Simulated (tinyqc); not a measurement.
X-ray reflectivity of a thin film on silicon: critical angles, Parratt recursion, fringes and roughness: one step, computed by the program tinyqc.

n = 1 - delta + i beta; the classical electron radius is r_e = 2.8179403e-6 nm. Layer 0 is vacuum, 1 the film, 2 the substrate.

Problem. Fringe period, contrast and decay. Far above the critical angle the period is d theta = lambda/(2 d), or 2 pi/d in q; the envelope runs between (|r_01| - |r_12 p|)^2 and (|r_01| + |r_12 p|)^2; contrast = 2 a b/(a^2 + b^2) with a = |r_01|, b = |r_12 p|; roughness factors on the amplitudes are about exp(-q^2 sigma^2/2).

Inputs (values chosen for the exercise, modelled on a porous low-k film on silicon, copper K-alpha radiation): wavelength lambda = 0.15406 nm; film thickness d = 30.5 nm; roughness of the surface sigma_1 = 0.76 nm; roughness of the interface sigma_2 = 0.72 nm.

1000 r_01 = 0.5147570-0.0047470i

1000 r_12 = 0.4784392-0.0199268i

p = -0.8463173+0.5263581i

q = 4 pi sin(theta)/lambda = 2.362896 1/nm

Give: period in theta; period in q; contrast; roughness factor, surface; roughness factor, interface.

Solution.

period in theta = 0.1447 degrees

period in q = 0.2060 1/nm

contrast = 0.9971

roughness factor, surface = 0.1994

roughness factor, interface = 0.2352
